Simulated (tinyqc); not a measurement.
# From depth x_j where C falls to C_B back to dose Q

Model: ion implantation: universal nuclear stopping, Lindhard-Scharff electronic stopping and a Gaussian range profile. Computed by tinyqc, a small Python program. Command: `OMP_NUM_THREADS=1 python tinyqc.py 3008482 3008483 out.jsonl implant inv`. One thread of a shared host (Intel(R) Xeon(R) Processor @ 2.30GHz), about 0.2 s of CPU time with the checks.

An ion slows by elastic collisions with screened nuclei and by friction with electrons; channelling is ignored and the target is uniform.

Inputs (values chosen for the exercise, modelled on silicon ions in aluminium):
```
quantity,value,unit
ion atomic number Z1,14,-
ion mass M1,28,u
target atomic number Z2,13,-
target mass M2,26.98,u
target density N,60.2,1/nm^3
ion energy E,38,keV
scale factor of electronic stopping k,0.97,-
background C_B,1.6e+16,1/cm^3
```

Method:
- Reduced energy eps = 32.53 M2 E/(Z1 Z2 (M1 + M2)(Z1^0.23 + Z2^0.23)), E in keV; s_n = ln(1 + 1.1383 eps)/(2 (eps + 0.01321 eps^0.21226 + 0.19593 eps^0.5)) for eps up to 30 and ln(eps)/(2 eps) above; S_n = 8.462 Z1 Z2 M1 s_n/((M1 + M2)(Z1^0.23 + Z2^0.23)) in 1e-15 eV cm^2.
- S_e = k 3.83 Z1^(7/6) Z2/(Z1^(2/3) + Z2^(2/3))^(3/2) sqrt(E/M1) in 1e-15 eV cm^2, E in keV.
- Path length R = int_0^E dE'/(N (S_n + S_e)); energy lost to nuclei nu = int_0^E S_n/(S_n + S_e) dE' (both with E' = E y^3 and 64 Gauss-Legendre points in y).
- Estimates of Lindhard type: R_p = R/(1 + M2/(3 M1)), straggle dR_p = (2/3) R_p sqrt(M1 M2)/(M1 + M2).
- C(x) = C_p exp(-(x - R_p)^2/(2 dR_p^2)) with C_p = Q/(sqrt(2 pi) dR_p), 1 nm = 1e-7 cm; the profile falls to the background at x_j = R_p + dR_p sqrt(2 ln(C_p/C_B)); the peak atomic fraction is C_p/N.

Question. A run gave the result below. Find the dose Q, known to lie between 7.1e+13 and 2e+14 1/cm^2.

Depth x_j where C falls to C_B = 124.4289 nm

Answer.

Each step takes the trial c = (a f_b - b f_a)/(f_b - f_a), f being the result less the target and a, b, c the logarithms of the listed values; c replaces end b, the old b replaces a if the sign of f changed, and otherwise f_a is halved.

Scan of the range:
```
dose Q (1/cm^2),depth x_j where C falls to C_B (nm)
7.10e+13,121.770
8.44e+13,122.610
1.00e+14,123.425
1.19e+14,124.250
1.42e+14,125.079
1.68e+14,125.858
2.00e+14,126.658
```

False position (Illinois rule, in the logarithm of the input) inside the bracket:
```
step,end a,end b,trial,depth x_j where C falls to C_B (nm)
1,1.19000e+14,1.42000e+14,1.23622e+14,124.430
2,1.19000e+14,1.23622e+14,1.23579e+14,124.428
3,1.23622e+14,1.23579e+14,1.23600e+14,124.429
```

Depth x_j where C falls to C_B rises at every point of a 13-point scan of the range (every second point is shown), so one value fits; it is bracketed by 1.19e14 and 1.42e14. Answer: dose Q = 1.236e14 1/cm^2.
